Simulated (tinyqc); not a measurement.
Worked calculation: one-electron ion in a basis of Gaussians. Computed by tinyqc, a small Python program that keeps every step. Settings: Z = 6, l = 2. Command: `OMP_NUM_THREADS=1 python tinyqc.py 31847 31848 out.jsonl` (the two numbers bound the seeds that draw the settings). One thread of a shared host (Intel(R) Xeon(R) Processor @ 2.60GHz), about 0.01 s of CPU time with the checks.

## Matrices over normalised Gaussians

exponents of r^l exp(-a r^2) (1/bohr^2): 0.05663  0.17150  0.51940  1.57300  4.76300

Z = 6

l = 2

With p = a_i + a_j and I(k) = Gamma((k+1)/2) / (2 p^((k+1)/2)): S = I(2l+2), T = (2l+3) a_i a_j S / p, V = -Z I(2l+1), each divided by sqrt(S_ii S_jj).

S:
```
,1,2,3,4,5
1,1.00000,0.59946,0.16293,0.02974,0.00465
2,0.59946,1.00000,0.59944,0.16293,0.02975
3,0.16293,0.59944,1.00000,0.59945,0.16297
4,0.02974,0.16293,0.59945,1.00000,0.59954
5,0.00465,0.02975,0.16297,0.59954,1.00000
```

T (hartree):
```
,1,2,3,4,5
1,0.19820,0.17864,0.05824,0.01138,0.00182
2,0.17864,0.60025,0.54099,0.17637,0.03448
3,0.05824,0.54099,1.81790,1.63846,0.53427
4,0.01138,0.17637,1.63846,5.50550,4.96261
5,0.00182,0.03448,0.53427,4.96261,16.67050
```

V (hartree):
```
,1,2,3,4,5
1,-1.21519,-1.03385,-0.44651,-0.13710,-0.03684
2,-1.03385,-2.11472,-1.79910,-0.77702,-0.23863
3,-0.44651,-1.79910,-3.68020,-3.13097,-1.35249
4,-0.13710,-0.77702,-3.13097,-6.40449,-5.44918
5,-0.03684,-0.23863,-1.35249,-5.44918,-11.14449
```

## Generalised eigenproblem

H = T + V (hartree):
```
,1,2,3,4,5
1,-1.01698,-0.85520,-0.38828,-0.12572,-0.03502
2,-0.85520,-1.51447,-1.25811,-0.60066,-0.20416
3,-0.38828,-1.25811,-1.86230,-1.49251,-0.81822
4,-0.12572,-0.60066,-1.49251,-0.89899,-0.48656
5,-0.03502,-0.20416,-0.81822,-0.48656,5.52601
```

Solve H C = S C e through S^(-1/2); each column has its largest component positive (the first on a tie).

eigenvalues of S: 0.13285  0.34099  0.78431  1.49144  2.25041

eigenvalues (hartree): -1.99784  -1.11886  -0.71596  0.93621  10.23492

coefficients:
```
,1,2,3,4,5
1,-0.02376,0.31357,1.24768,0.32616,0.09040
2,0.24114,0.88735,-1.16582,-0.85522,-0.26700
3,0.69326,-0.54597,0.37758,1.41845,0.60064
4,0.22654,-0.20160,0.17237,-1.24905,-1.15158
5,0.02853,-0.02243,0.01620,-0.02557,1.32976
```

For Z = 6 and l = 2 the exact lowest level is -Z^2/(2 n^2) with n = l + 1: -2.000000 hartree.
